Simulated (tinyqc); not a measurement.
Diamond against structures with more neighbours: Stillinger-Weber potential for a tetrahedral semiconductor. Computed by tinyqc, a small Python program. Command: `OMP_NUM_THREADS=1 python tinyqc.py 3010189 3010190 out.jsonl swsi walk`. One thread of a shared host (Intel(R) Xeon(R) Processor @ 2.30GHz), about 0.03 s of CPU time with the checks.

With x = r/sigma: pair term eps A (B x^-4 - 1) exp(1/(x - a)); for each pair of neighbours j, k of atom i, three-body term eps lambda exp(gamma/(x_ij - a) + gamma/(x_ik - a)) (cos theta_jik + 1/3)^2; both vanish beyond x = a. A = 7.049556277, B = 0.6022245584, a = 1.8.

Inputs (values chosen for the exercise, modelled on silicon):
```
quantity                    value      unit
energy scale eps            2.083        eV
length scale sigma          2.095  angstrom
three-body strength lambda   23.5         -
gamma                         1.2         -
```

Method. Each structure is relaxed in its neighbour distance d (lowest minimum for d between sigma and 1.7 sigma), with all neighbours inside the cut-off, second shells too where they fall inside.

Energies per atom (eV):
```
structure     first neighbours  d (angstrom)     pair  three-body    total  volume (angstrom^3)
diamond                      4        2.3516  -4.1660      0.0000  -4.1660               20.021
simple cubic                 6        2.6365  -5.2816      1.5525  -3.7291               18.326
bcc                          8        2.8314  -5.7845      2.1348  -3.6497               17.474
fcc                         12        2.9548  -5.7353      2.2050  -3.5302               18.242
```

The order is diamond < simple cubic < bcc < fcc, the lowest two 0.437 eV apart. Against diamond the pair energy changes by -1.12 (simple cubic), -1.62 (bcc), -1.57 (fcc) eV, while angles away from 109.47 degrees cost 1.55, 2.13, 2.21 eV; the bonds stretch to 2.95 angstrom in fcc to weaken that penalty.

Extremes, crossings and ranges named in words are read from the listed rows.
